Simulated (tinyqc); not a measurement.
## Conduction-band offset of an n-N heterojunction from carrier-profile moments: effect of the offset

Layer 1 (x < 0) accumulates electrons and layer 2 (x > 0) is depleted. Boltzmann statistics. The bands bend down by V1 in layer 1 and up by V2 in layer 2, with V1 + V2 = VD = dE + Vt ln[(N2/Nc2)/(N1/Nc1)].

Sheet densities from the first integral: Q1 = sqrt((2 eps0 eps_r Vt N1/q)(exp(u1) - u1 - 1)) extra electrons, Q2 = sqrt((2 eps0 eps_r Vt N2/q)(exp(-u2) + u2 - 1)) missing ones, u = V/Vt; neutrality Q1 = Q2 + si.

Parameters, values chosen for the exercise; values of the order of III-V alloys:
- T = 300 K (temperature)
- eps_r = 12.1 (relative permittivity of both layers)
- Nc1 = 3.8e17 cm^-3 (density of states of the narrow-gap layer 1)
- Nc2 = 1.4e18 cm^-3 (density of states of the wide-gap layer 2)
- N1 = 9.9e15 cm^-3 (donor density in layer 1)
- N2 = 2.5e16 cm^-3 (donor density in layer 2)
- si = -1.3e10 cm^-2 (fixed charge at the interface)

Constants: q = 1.602176634e-19 C, kB = 1.380649e-23 J/K, Vt = kB T/q, eps0 = 8.8541878128e-14 F/cm where lengths are in cm. Results are converted to the units shown.

Result of one run:
```
dE (eV)  VD (V)   V1 (V)  Q1 (cm^-2)  n(0-)/Nc1
0.19     0.1802  0.06233    1.627e11     0.2903
```

What becomes of these results when the conduction-band offset dE is changed from 0.19 to 0.37 eV, all else the same?

Result of the changed run:
```
dE (eV)  VD (V)   V1 (V)  Q1 (cm^-2)  n(0-)/Nc1
0.37     0.3602  0.08474    2.759e11     0.6909
```

The whole series:
```
dE (eV)  VD (V)   V1 (V)  Q1 (cm^-2)  n(0-)/Nc1
0.12     0.1102  0.04592    1.035e11     0.1539
0.19     0.1802  0.06233    1.627e11     0.2903
0.25     0.2402  0.07183    2.053e11     0.4194
0.31     0.3002  0.07901    2.426e11     0.5536
0.37     0.3602  0.08474    2.759e11     0.6909
0.44     0.4302  0.09021    3.111e11     0.8536
0.5      0.4902  0.09416    3.388e11     0.9948
```

Q1 rises from 1.04e11 to 3.39e11 cm^-2, as VD^(0.65) between the last two rows. Layer 1 takes 41.7 % of VD in the first row and 19.2 % in the last: accumulation charge grows exponentially with V1, so most of a large offset falls across the depleted side. For dE = 0.31, 0.37, 0.44, 0.5 n(0-) nears or passes Nc1, where degeneracy and quantisation lower Q1.

Program tinyqc, `OMP_NUM_THREADS=1 python tinyqc.py 2410035 2410036 out.jsonl`; Intel Xeon 2.30GHz, shared host, one thread, about 0.08 s.
